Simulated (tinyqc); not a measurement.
From results back to parameters: direct gap of a germanium-like layer under biaxial tension. Three cases, with inputs chosen for the exercise.

Problem. A (001) layer under biaxial tension e_par has ezz = -2 (C12/C11) e_par, Ec = Eg + ac tr(e), E(HH) = -P - Q and E(LH) = -P + (Q - Dso + sqrt(Dso^2 + 2 Dso Q + 9 Q^2))/2 with P = -av tr(e), Q = -b (e_par - ezz). The transition from the light-hole edge is given.

Find: e_par; Ec - E(HH).

Method. Ec - E(LH) falls steadily with tension, so bisection between 0 and 4 % gives the only root; then Ec - E(HH) = Eg + (ac - av) tr(e) + Q.

Case 1.

Values chosen (near those of Ge, gaps at low temperature; shifted at random, so the results belong to these values and not to a real crystal):
- Eg = 0.89 eV (gap at Gamma to the s-like level)
- Dso = 0.292 eV (spin-orbit splitting)
- ac = -8.11 eV (conduction deformation potential)
- av = 1.23 eV (valence hydrostatic potential)
- b = -2.53 eV (tetragonal shear potential)
- C11 = 130 GPa
- C12 = 48.4 GPa

Ec - E(LH) = 0.744484 eV

Solution.

e_par = 0.850 %
Ec - E(HH) = 0.8279 eV

Case 2.

Values chosen (near those of Ge, gaps at low temperature; shifted at random, so the results belong to these values and not to a real crystal):
- Eg = 0.91 eV (gap at Gamma to the s-like level)
- Dso = 0.291 eV (spin-orbit splitting)
- ac = -8.12 eV (conduction deformation potential)
- av = 1.22 eV (valence hydrostatic potential)
- b = -2.58 eV (tetragonal shear potential)
- C11 = 127.9 GPa
- C12 = 49 GPa

Ec - E(LH) = 0.704225 eV

Solution.

e_par = 1.180 %
Ec - E(HH) = 0.8278 eV

Case 3.

Values chosen (near those of Ge, gaps at low temperature; shifted at random, so the results belong to these values and not to a real crystal):
- Eg = 0.886 eV (gap at Gamma to the s-like level)
- Dso = 0.285 eV (spin-orbit splitting)
- ac = -8.15 eV (conduction deformation potential)
- av = 1.26 eV (valence hydrostatic potential)
- b = -2.59 eV (tetragonal shear potential)
- C11 = 130.8 GPa
- C12 = 47.5 GPa

Ec - E(LH) = 0.706006 eV

Solution.

e_par = 1.020 %
Ec - E(HH) = 0.8094 eV

Computed by tinyqc, one run a case: `OMP_NUM_THREADS=1 python tinyqc.py N N+1 out.jsonl` with N = 1080225, 1080252, 1080304; one thread of a shared Intel(R) Xeon(R) Processor @ 2.30GHz, about 0.01 s a run at most.
